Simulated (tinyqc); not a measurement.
# Band bending at a free surface with a continuum of surface states, surface photovoltage and Kelvin probe, step by step

Computed by the program tinyqc: `OMP_NUM_THREADS=1 python tinyqc.py 2430151 2430152 out.jsonl`, one thread of a shared Intel Xeon 2.30GHz, about 0.01 s for the whole run. Printed values are rounded.

n-type bulk, xi = Ec - EF = Vt ln(Nc/Nd), p0 = ni^2/Nd, ni = sqrt(Nc Nv) exp(-Eg/(2 Vt)), Eg in volts. b is the upward band bending, u = b/Vt. Space charge per area, in units of q: Qc = sign(b) sqrt((2 eps0 eps_r Vt/q) [(Nd + dn)(exp(-u) - 1) + Nd u + (p0 + dn)(exp(u) - 1)]), with dn the excess density under light (flat quasi-Fermi levels; 0 in the dark). The states hold -Ds (E0 - xi - b): negative while the Fermi level lies above the neutrality level. Neutrality: Qc + Qf + (charge of the states) = 0.

Values chosen for this exercise; band and dielectric values close to those of silicon: temperature T = 300 K; band gap Eg = 1.11 eV; relative permittivity eps_r = 11.9; conduction-band density of states at T Nc = 2.76e19 cm^-3; valence-band density of states at T Nv = 2.67e19 cm^-3; electron affinity chi = 4.05 eV; donor density Nd = 5.2e17 cm^-3; fixed positive charge at the surface Qf = 0 cm^-2; work function of the probe tip pt = 4.6 eV; density of surface states Ds = 4.6e12 cm^-2 eV^-1; depth of their neutrality level below the conduction edge E0 = 0.44 eV; excess carrier density under light dn = 4e14 cm^-3.

Constants: q = 1.602176634e-19 C, kB = 1.380649e-23 J/K, Vt = kB T/q, eps0 = 8.8541878128e-14 F/cm where lengths are in cm. Results are converted to the units shown.

## Bulk quantities

xi, ni, p0, the Debye length sqrt(eps0 eps_r Vt/(q Nd)) and the flat-band work function chi + xi.

xi = 0.1026775 eV
ni = 1.288607e10 cm^-3
p0 = 319.3285 cm^-3
Debye length = 5.717920 nm
chi + xi = 4.152677 eV

## Iteration 1: band bending in the dark

b at the start = 0.27 V

Newton step: b(new) = b - (Qc + Qf - Ds (E0 - xi - b))/(dQc/db + Ds), dQc/db = (eps0 eps_r/q) [Nd (1 - exp(-u)) + p0 exp(u)]/Qc.

b after iteration 1 = 0.1344085 V

## Iteration 2: band bending in the dark

As before.

b after iteration 2 = 0.1427388 V

## Course of the iteration

Stop when b changes by less than 1e-10 V, or after 40 iterations.

Course of the iteration:
```
iteration,b (V),change (V)
1,0.1344085,0.136
2,0.1427388,8.33e-3
3,0.1428075,6.87e-5
4,0.1428075,4.38e-9
5,0.1428075,0
```

Converged in 5 iterations.

## Work function and Kelvin-probe reading

converged b = 0.1428075 V

Work function chi + xi + b; contact potential difference CPD = (work function of the sample) - pt. Depth of EF below Ec at the surface: xi + b. Depletion width Qc/Nd.

xi + b = 0.2454850 eV
Qc = 8.947692e11 cm^-2
Qc/Nd = 17.20710 nm
work function = 4.295485 eV
CPD = -304.5150 mV

The Fermi level lies 195 meV above the neutrality level.

## Surface photovoltage

Under chopped light the surface charge keeps its dark value, so b falls to bL with Qc(bL, dn) = Qc(b, 0); the photovoltage is b - bL. Qc rises with b, so bL follows by bisection.

bL = 0.1385941 V
photovoltage = 4.213348 mV
share of b removed = 2.950369 %
excess holes at the surface, dn exp(bL/Vt) = 8.518025e16 cm^-3
